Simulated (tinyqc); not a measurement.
Gate sweep: ballistic transport through the one-dimensional subbands of a rectangular nanowire or nanosheet channel. Computed by tinyqc, a small Python program. Command: `OMP_NUM_THREADS=1 python tinyqc.py 3009453 3009454 out.jsonl wire walk`. One thread of a shared host (Intel(R) Xeon(R) Processor @ 2.30GHz), about 0.02 s of CPU time with the checks.

Hard walls, parabolic subbands, transport along x. Energies are counted from the bulk conduction band edge at the top of the barrier, which the gate pulls down by U; the source Fermi level lies at the bulk edge when U = 0.

Inputs (values chosen for the exercise, modelled on silicon):
```
quantity                      value  unit
light mass m_t                 0.19   m_0
heavy mass m_l                0.923   m_0
height a                        4.9    nm
width b                         7.5    nm
equivalent oxide thickness t    1.7    nm
drain voltage V_D              0.05     V
temperature T                   300     K
```

Valleys: silicon [100] wire.

Constants: hbar^2/(2 m_0) = 3.80998212 eV angstrom^2; k_B = 8.617333262e-05 eV/K; m_0 = 9.1093837015e-31 kg; k_B = 1.380649e-23 J/K; hbar = 1.054571817e-34 J s; eps_0 = 8.8541878128e-12 F/m; e = 1.602176634e-19 C; h = 6.62607015e-34 J s.

Method:
- E_pq = (hbar^2 pi^2/2)(p^2/(m_y b^2) + q^2/(m_z a^2)); valley pairs: (m_x, m_y, m_z) = (m_t, m_t, m_l), (m_t, m_l, m_t), (m_l, m_t, m_t), each with degeneracy g = 2; the 10 lowest subbands are kept.
- F_j(eta) = (1/Gamma(j + 1)) int_0^infinity x^j/(1 + exp(x - eta)) dx, F_0 = ln(1 + exp(eta)). Integrals over x = E/(k_B T) use 160 Gauss-Legendre points in u = sqrt(x) from 0 to sqrt(max(eta, 0) + 32).
- With degeneracy g = 2, eta_i = (U - E_i)/(k_B T) and u = e V_D/(k_B T): line density n = sum_i g sqrt(2 m_x k_B T/pi)/(2 hbar) [F_-1/2(eta_i) + F_-1/2(eta_i - u)]; gate: e n = C_ox (V_G - U/e), C_ox = 3.9 eps_0 2 (a + b)/t (flat-plate estimate); I = (2 e k_B T/h) sum_i g [F_0(eta_i) - F_0(eta_i - u)].
- Open modes are sum_i g/(1 + exp(-eta_i)). The last column is e dn/dV_G over C_ox, taken up to the next row.

Subbands:
```
valley axis  p  q  E (meV)  m_x (m_0)
z            1  1   52.152      0.190
y            1  1   89.671      0.190
z            1  2  103.056      0.190
y            2  1  111.399      0.190
x            1  1  117.613      0.923
y            3  1  147.612      0.190
z            2  1  157.704      0.190
z            1  3  187.895      0.190
y            4  1  198.311      0.190
z            2  2  208.608      0.190
```

Against the gate voltage:
```
V_G (V)  U (meV)    n (1/nm)  I (microampere)  open modes    C_g/C_ox
-0.250   -250.00  3.3151e-06       4.6244e-05  2.6988e-05  4.9297e-04
-0.150   -150.05  1.5831e-04       2.2085e-03  1.2887e-03  3.7728e-02
-0.028    -32.65  1.4630e-02       2.0422e-01  1.1792e-01  4.4410e-01
0.100      38.50  1.9336e-01       2.6985e+00  1.4007e+00  7.4521e-01
0.200      63.98  4.2767e-01       5.8847e+00  2.7878e+00  8.3659e-01
0.330      85.22  7.6962e-01       1.0277e+01  4.4816e+00  8.8215e-01
0.470     101.72  1.1579e+00       1.4936e+01  6.1065e+00  9.0670e-01
0.630     116.65  1.6141e+00       2.0053e+01  7.7260e+00  9.2160e-01
0.800     129.98  2.1067e+00       2.5206e+01  9.2140e+00  9.3159e-01
1.000     143.66  2.6925e+00       3.0865e+01  1.0728e+01           -
```

Between the first two rows the current rises one decade per 60 mV, against the limit ln(10) k_B T/e = 60 mV. Above threshold C_g/C_ox lies between 0.75 and 0.93: the quantum capacitance in series costs a visible part. In the last rows the tenth subband begins to fill, so the truncation shows.

Extremes, crossings and ranges named in words are read from the listed rows.
